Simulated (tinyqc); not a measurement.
Worked calculation: tight binding, honeycomb lattice. One step of it, computed by the program tinyqc.

Question. Bloch Hamiltonian at K. H_AB = -t1 (1 + exp(-i k.a1) + exp(-i k.a2)); H_AA = delta - 2 t2 sum cos(k.b + phi), H_BB = -delta - 2 t2 sum cos(k.b - phi), b = a1, a2 - a1, -a2.

Parameters chosen for this model:
```
parameter      value                        unit
t1          1.980000                 eV, nearest
t2          0.310000       eV, second neighbours
phi        -0.500000  rad, phase of t2 (Haldane)
delta              0          eV, +/- on A and B
```

k point K (fractions of the reciprocal vectors): [0.333333, 0.666667]

Give: H(k) at K.

Answer.

H(k) at K (eV), order A, B:
$$\begin{pmatrix}
0.0439 & 0.0000 \\
0.0000 & 1.5884
\end{pmatrix}$$
